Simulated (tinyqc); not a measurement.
# Undoped symmetric double-gate MOSFET, analytic potential model: effect of the temperature

An undoped body of thickness ts between two equal insulators and tied gates; long channel, electrons only, n = ni exp((psi - V)/Vt) with V the quasi-Fermi potential (0 at the source, Vd at the drain), constant mobility, no quantisation. Across the body psi(x) = V - 2 Vt ln[(ts/(2 beta)) sqrt(q ni/(2 eps0 eps_r Vt)) cos(2 beta x/ts)], x from the centre. Q is the electron charge per area of the whole body.

Nc and Nv are given at 400 K and scale as (T/400 K)^1.5; Eg and mu are held fixed. ni = sqrt(Nc Nv) exp(-Eg/(2 Vt)), Eg in volts; r = eps_r tox/(eox ts); V0 = dphi + 2 Vt ln[(2/ts) sqrt(2 eps0 eps_r Vt/(q ni))]. beta (between 0 and pi/2) solves (Vg - V0 - V)/(2 Vt) = ln(beta) - ln(cos beta) + 2 r beta tan(beta). Q = 8 eps0 eps_r Vt beta tan(beta)/ts; I = mu (1/L)(4 eps0 eps_r/ts)(2 Vt)^2 [g(beta_s) - g(beta_d)] per width, g = beta tan(beta) - beta^2/2 + r beta^2 tan^2(beta), with beta_s at V = 0 and beta_d at V = Vd.  I(low) is taken at Vg = 0.23 V, Qs and I(high) at Vg = 0.98 V.

Values chosen for this exercise; material values close to those of silicon: band gap Eg = 1.12 eV; relative permittivity of the semiconductor eps_r = 11.7; conduction-band density of states at the reference temperature Nc = 4.33e19 cm^-3; valence-band density of states at the reference temperature Nv = 4.05e19 cm^-3; relative permittivity of the gate insulator eox = 22.4; insulator thickness tox = 13 nm; body thickness ts = 15 nm; gate work function less that of the intrinsic body dphi = 0.06 V; channel mobility mu = 320 cm^2/(V s); gate length L = 0.1 um; drain voltage Vd = 0.3 V.

Constants: q = 1.602176634e-19 C, kB = 1.380649e-23 J/K, Vt = kB T/q, eps0 = 8.8541878128e-14 F/cm where lengths are in cm. Results are converted to the units shown.

Results:
```
T (K)  V0 (V)  I(low) (nA/um)  Qs(high) (nC/cm^2)  I(high) (uA/um)
220    0.5505        2.898e-4                1044            620.6
280    0.5286         0.04349                1069            654.4
310    0.5174          0.2681                1084            672.9
340    0.5061           1.224                1100            692.1
370    0.4947           4.450                1117            712.0
400    0.4832           13.53                1135            732.4
430    0.4717           35.64                1154            753.4
```

Estimate the missing row, T = 250 K.

Computed row:
```
T (K)  V0 (V)  I(low) (nA/um)  Qs(high) (nC/cm^2)  I(high) (uA/um)
250    0.5396        0.004710                1055            636.9
```

With this row back in the table: As T goes from 220 to 430 K, I(low) rises from 2.90e-4 to 35.6 nA/um and I(high) rises from 621 to 753 uA/um. V0 falls from 0.550 to 0.472 V. In every row the surface density at the source at the higher gate voltage passes 0.3 Nc, where Boltzmann statistics fail. In every row mu V/L at the higher gate voltage, with V the smaller of Vd and Vg - V0, passes 3e6 cm/s, so velocity saturation would lower the current. In every row the mobility is held fixed, though a real one changes with T. In every row L is under three scale lengths of this cross-section, so short-channel effects, left out here, would raise the subthreshold current.

Program tinyqc, `OMP_NUM_THREADS=1 python tinyqc.py 2440090 2440091 out.jsonl`; Intel Xeon 2.30GHz, shared host, one thread, about 0.02 s.
